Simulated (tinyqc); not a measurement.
## Thermionic emission over a Gaussian spread of barriers: effect of temperature

Metal on an n-type semiconductor with one parabolic valley; V > 0 is forward bias (metal positive). Patches of barrier height b are spread as a Gaussian with mean phi - r2 V and variance sg^2 + r3 V; each carries A* T^2 exp(-b/Vt) [exp(V/Vt) - 1].

A* = 4 pi q me m0 kB^2/h^3 (times 1e-4 for A/(cm^2 K^2)). The mean of exp(-b/Vt) gives the apparent barrier phi_ap(V) = phi - r2 V - (sg^2 + r3 V)/(2 Vt), J = A* T^2 exp(-phi_ap/Vt) [exp(V/Vt) - 1], and 1/n = 1 + r2 + r3/(2 Vt). J0 = A* T^2 exp(-phi_ap(0)/Vt); the current at zero bias is centred on b = phi - sg^2/Vt.

Inputs (values chosen for the exercise); band and dielectric values close to those of gallium nitride:
```
symbol    value  unit                                                            meaning
me        0.197    m0                                                      electron mass
phi        0.71    eV                                 barrier height seen from the metal
sg        0.044    eV                          standard deviation of the barrier heights
r2       -0.051        shift of the mean barrier per volt, with its sign reversed (rho2)
r3      -0.0011     V                                     change of sg^2 per volt (rho3)
```

Constants: q = 1.602176634e-19 C, kB = 1.380649e-23 J/K, h = 6.62607015e-34 J s, m0 = 9.1093837015e-31 kg, Vt = kB T/q. Results are converted to the units shown.

Result of one run:
```
T (K)  phi_ap(0) (eV)       n  J0 (A/cm^2)  barrier that carries most current (eV)
220           0.65894  1.0870   9.2059e-10                                 0.60788
```

What becomes of these results when the temperature T is changed from 220 to 350 K, all else the same?

Result of the changed run:
```
T (K)  phi_ap(0) (eV)       n  J0 (A/cm^2)  barrier that carries most current (eV)
350           0.67791  1.0744    5.0235e-4                                 0.64581
```

The whole series:
```
T (K)  phi_ap(0) (eV)       n  J0 (A/cm^2)  barrier that carries most current (eV)
100           0.59767  1.1297   1.7911e-25                                 0.48534
140           0.62976  1.1069   9.9096e-18                                 0.54953
180           0.64759  1.0946   5.6624e-13                                 0.58519
220           0.65894  1.0870   9.2059e-10                                 0.60788
260           0.66680  1.0817    1.9020e-7                                 0.62359
300           0.67256  1.0779    1.0717e-5                                 0.63511
350           0.67791  1.0744    5.0235e-4                                 0.64581
400           0.68192  1.0718    0.0096965                                 0.65383
```

The apparent barrier rises from 0.598 to 0.682 eV and n falls from 1.13 to 1.07. A Richardson plot, ln(J0/T^2) against 1/Vt, has the slope -0.517 eV between the first two rows and -0.650 eV between the last two, against phi = 0.71 eV: the plot bends, because cold electrons seek the low patches. In 2 of the 8 rows sg exceeds 3 Vt, so the current comes from more than three deviations below the mean, a tiny share of the area that a Gaussian of independent patches describes poorly.

tinyqc, about 0.01 s, one thread, Intel Xeon 2.30GHz (shared host): `OMP_NUM_THREADS=1 python tinyqc.py 2640073 2640074 out.jsonl`
